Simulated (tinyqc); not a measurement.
The mobility curve: inversion-layer mobility, back-scattering and ballistic limit of a field-effect transistor. Computed by tinyqc, a small Python program. Command: `OMP_NUM_THREADS=1 python tinyqc.py 3015267 3015268 out.jsonl mos walk`. One thread of a shared host (Intel(R) Xeon(R) Processor @ 2.30GHz), about 0.01 s of CPU time with the checks.

The charge at the top of the source barrier is fixed by the gate; series resistance and short-channel effects are left out. F_j are Fermi integrals normalised to exp(eta) in the classical limit.

Inputs (values chosen for the exercise, modelled on a 4H-SiC n-channel): weight w of the inversion charge = 0.5; permittivity eps = 9.7; phonon mobility at 1 MV/cm and 300 K, mu_ph = 94 cm^2/(V s); roughness mobility at 1 MV/cm, mu_sr = 66 cm^2/(V s); Coulomb mobility at N_inv = 1e12/cm^2, mu_C = 37 cm^2/(V s); electrical oxide thickness t_inv = 3.2 nm; depletion charge N_dep = 3.3e+12 1/cm^2; temperature T = 77 K.

Statistics at the top of the barrier: Fermi-Dirac.

Constants: eps_0 = 8.8541878128e-12 F/m; e = 1.602176634e-19 C.

Method. N_inv = 3.9 eps_0 (V_G - V_T)/(e t_inv); effective field E_eff = e (N_dep + w N_inv)/(eps eps_0). mu_phonon = mu_ph (E_eff/1 MV/cm)^(-0.3) (T/300 K)^(-1.75); mu_rough = mu_sr (E_eff/1 MV/cm)^(-2); mu_Coulomb = mu_C (N_inv/1e12 cm^-2) (T/300 K); Matthiessen's rule adds 1/mu.

Mobilities (cm^2/(V s)):
```
V_G - V_T (V)  N_inv (1/cm^2)  E_eff (MV/cm)  phonon  roughness  Coulomb   total
0.03               2.0206e+11         0.6345  1164.2     163.96    1.919   1.894
0.06               4.0411e+11         0.6533  1154.0     154.64    3.838   3.733
0.12               8.0823e+11         0.6910  1134.7     138.23    7.675   7.225
0.20               1.3470e+12         0.7413  1111.1     120.12   12.792  11.442
0.35               2.3573e+12         0.8355  1071.9      94.55   22.387  17.800
0.50               3.3676e+12         0.9297  1038.1      76.36   31.981  22.061
0.75               5.0514e+12         1.0868   990.6      55.88   47.972  25.157
1.00               6.7352e+12         1.2438   951.3      42.66   63.962  24.921
1.50               1.0103e+13         1.5579   889.1      27.19   95.943  20.694
```

The lowest part is Coulomb from 0.0300 to 0.750, roughness from 1.00 to 1.50 V. The total peaks at 25 near E_eff = 1.09 MV/cm: screening lifts it at low density and the field presses it down at high density.

Extremes, crossings and ranges named in words are read from the listed rows.
